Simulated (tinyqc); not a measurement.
Comparisons within one model: heavy doping: gap narrowing, degeneracy and the minority density. A value that a table varies takes the place of the one given here.

F_j(eta) = (1/Gamma(j + 1)) integral_0^infinity x^j dx/(1 + exp(x - eta)), which tends to exp(eta) for eta << 0.

Empirical narrowing (Slotboom form, constants chosen for the exercise; published fits of this form give the apparent narrowing, here it is taken as the true one): dEg = E0 [ln(N/N0) + sqrt(ln(N/N0)^2 + C)].

Majority: N = Nc F_1/2(eta), eta the distance of EF beyond the majority band edge in kT. Degeneracy factor gam = F_1/2(eta)/exp(eta). ni0^2 = Nc Nv exp(-Eg/kT); product n p = ni0^2 gam exp(dEg/kT), dEg the true narrowing; apparent narrowing dEa = dEg + kT ln gam; minority density = n p/N.

Bipolar transistor with N as emitter doping: beta = K (N/NB) exp((dEa_B + dG - dEa_E)/kT), dEa_E = dEg(N) + kT ln gam, dEa_B = dEg(NB). For the sweep in T, Nc is scaled as (T/T0)^(3/2) from its value at T0 = T.

Constants: kB = 8.617333262e-05 eV/K.

Inputs chosen for the exercise (gap and densities of states near those of Si at this temperature; narrowing constants near the fits for Si; the results hold for these values, not for the real material):

| symbol | value | unit | meaning |
|---|---|---|---|
| Eg | 1.096 | eV | gap |
| Nc | 4.19e+19 | 1/cm^3 | conduction-band density of states |
| Nv | 1.75e+19 | 1/cm^3 | valence-band density of states |
| T | 400 | K |  |
| E0 | 7.46 | meV | narrowing scale |
| N0 | 1.6e+17 | 1/cm^3 | onset density |
| C | 0.5 |  | smoothing constant |
| N | 4.2e+18 | 1/cm^3 | ionised donors, equal to the majority density |
| NB | 1e+18 | 1/cm^3 | base doping |
| K | 2.9 |  | ratio (D_B W_E)/(D_E W_B) |
| dG | 120 | meV | extra narrowing of the base by alloying |

## Narrowing against degeneracy

N takes the values listed; the last column is N over the factor gam exp(dEg/kT), the doping that a simple model would need to give the same minority density.

Results:

| N (1/cm^3) | eta | gam | dEg (meV) | dEa (meV) | minority (1/cm^3) | effective doping (1/cm^3) |
|---|---|---|---|---|---|---|
| 1.0e+17 | -6.04 | 0.999 | 2.8 | 2.8 | 1.23e+08 | 9.22e+16 |
| 4.0e+17 | -4.65 | 0.997 | 15.5 | 15.4 | 4.44e+07 | 2.56e+17 |
| 1.0e+18 | -3.73 | 0.992 | 28.3 | 28.0 | 2.57e+07 | 4.43e+17 |
| 4.0e+18 | -2.32 | 0.967 | 48.6 | 47.4 | 1.13e+07 | 1.01e+18 |
| 1.0e+19 | -1.35 | 0.919 | 62.1 | 59.2 | 6.35e+06 | 1.79e+18 |
| 4.0e+19 | 0.29 | 0.717 | 82.7 | 71.2 | 2.25e+06 | 5.06e+18 |
| 1.0e+20 | 1.69 | 0.442 | 96.3 | 68.2 | 8.22e+05 | 1.38e+19 |
| 3.0e+20 | 4.29 | 0.0981 | 112.7 | 32.6 | 9.78e+04 | 1.16e+20 |
| 8.0e+20 | 8.54 | 0.00374 | 127.3 | -65.4 | 2.13e+03 | 5.33e+21 |

dEg grows steadily to 127.3 meV, while the apparent value peaks at 71.2 meV for N = 4e+19 and falls to -65.4 meV as the Fermi level enters the band (a negative value is not met in measurements: parabolic bands with a fixed mass overstate the filling). N grows by a factor 40 from the third to the sixth row and the effective doping by 11.4: net of degeneracy, narrowing takes away 71 % of the factor gained by heavier doping.

## Current gain against temperature

Gain:

| T (K) | beta | beta with dG = 0 | without narrowing |
|---|---|---|---|
| 150 | 3.01e+04 | 2.80 | 12.2 |
| 200 | 4.21e+03 | 3.98 | 12.2 |
| 250 | 1.30e+03 | 4.94 | 12.2 |
| 300 | 592 | 5.71 | 12.2 |
| 350 | 339 | 6.34 | 12.2 |
| 400 | 223 | 6.86 | 12.2 |
| 450 | 161 | 7.30 | 12.2 |

dEa_B + dG - dEa_E at T0 = 100.2 meV

beta is 3.01e+04 at 150 K and 161 at 450 K, since the net exponent is positive: the gap is narrower in the base. At 300 K narrowing and degeneracy change the gain by a factor 0.469 and alloying the base by 104.

## What moves the minority density and the gain

All results formed anew. Each row changes one parameter from the base and keeps the others.

Results:

| case | dEg (meV) | dEa (meV) | minority (1/cm^3) | beta |
|---|---|---|---|---|
| base | 49.32 | 48.10 | 1.09e+07 | 223 |
| N = 8.4e+18 1/cm^3 | 59.56 | 57.13 | 7.11e+06 | 343 |
| E0 = 8.952 meV | 59.18 | 57.96 | 1.46e+07 | 197 |
| N0 = 3.2e+17 1/cm^3 | 39.12 | 37.90 | 8.14e+06 | 226 |
| Eg = 1.116 eV | 49.32 | 48.10 | 6.12e+06 | 223 |
| Nc = 5.45e+19 1/cm^3 | 49.32 | 48.38 | 1.43e+07 | 221 |
| NB = 2e+18 1/cm^3 | 49.32 | 48.10 | 1.09e+07 | 149 |

The largest shifts from the base row, up to three for each result and ties (the steps differ in size, so this ranks the rows, not the parameters). dEg (meV): N +10.24, N0 -10.19, E0 +9.86; unchanged at the printed digits by Eg, Nc and NB. dEa (meV): N0 -10.19, E0 +9.86, N +9.03; unchanged at the printed digits by Eg and NB. minority (1/cm^3): Eg -4.82e+06, N -3.83e+06, E0 +3.62e+06; unchanged at the printed digits by NB. beta: N +120, NB -73.6, E0 -25.6; unchanged at the printed digits by Eg.

Run: tinyqc, `OMP_NUM_THREADS=1 python tinyqc.py 1680684 1680685 out.jsonl`; Intel(R) Xeon(R) Processor @ 2.30GHz, one thread, shared host; about 0.01 s of CPU time with all checks.
